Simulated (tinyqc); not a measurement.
Undoped symmetric double-gate MOSFET, analytic potential model: two steps of the calculation.

An undoped body of thickness ts between two equal insulators and tied gates; long channel, electrons only, n = ni exp((psi - V)/Vt) with V the quasi-Fermi potential (0 at the source, Vd at the drain), constant mobility, no quantisation. Across the body psi(x) = V - 2 Vt ln[(ts/(2 beta)) sqrt(q ni/(2 eps0 eps_r Vt)) cos(2 beta x/ts)], x from the centre. Q is the electron charge per area of the whole body.

Parameters, values chosen for the exercise; material values close to those of germanium:
```
symbol    value   unit                                             meaning
T           300      K                                         temperature
Eg        0.664     eV                                            band gap
eps_r      16.1                 relative permittivity of the semiconductor
Nc      1.06e19  cm^-3              conduction-band density of states at T
Nv      5.94e18  cm^-3                 valence-band density of states at T
eox        23.9                relative permittivity of the gate insulator
tox         9.5     nm                                 insulator thickness
ts            6     nm                                      body thickness
dphi       -0.2      V  gate work function less that of the intrinsic body
Vg         0.11      V                                        gate voltage
```

Constants: q = 1.602176634e-19 C, kB = 1.380649e-23 J/K, Vt = kB T/q, eps0 = 8.8541878128e-14 F/cm where lengths are in cm. Results are converted to the units shown.

Task 1. Constants of the body. ni = sqrt(Nc Nv) exp(-Eg/(2 Vt)), Eg in volts; r = eps_r tox/(eox ts); V0 = dphi + 2 Vt ln[(2/ts) sqrt(2 eps0 eps_r Vt/(q ni))].

Give: ni; r; V0.

Result 1.

ni = 2.100e13 cm^-3
r = 1.067
V0 = 0.1206 V

Task 2. beta at the source by Newton steps. With V = 0: f = ln(beta) - ln(cos beta) + 2 r beta tan(beta) - (Vg - V0)/(2 Vt); f' = 1/beta + tan(beta) + 2 r [tan(beta) + beta/cos^2(beta)]; beta(new) = beta - f/f'.

beta after iteration 1 = 0.45083064
r = 1.0665969
V0 = 0.12063043 V

Find: f; f'; beta after iteration 2.

Result 2.

f = -0.02025
f' = 4.922
beta after iteration 2 = 0.4549

Computed by the program tinyqc: `OMP_NUM_THREADS=1 python tinyqc.py 2440017 2440018 out.jsonl`, one thread of a shared Intel Xeon 2.30GHz, about 0.01 s for the whole run.
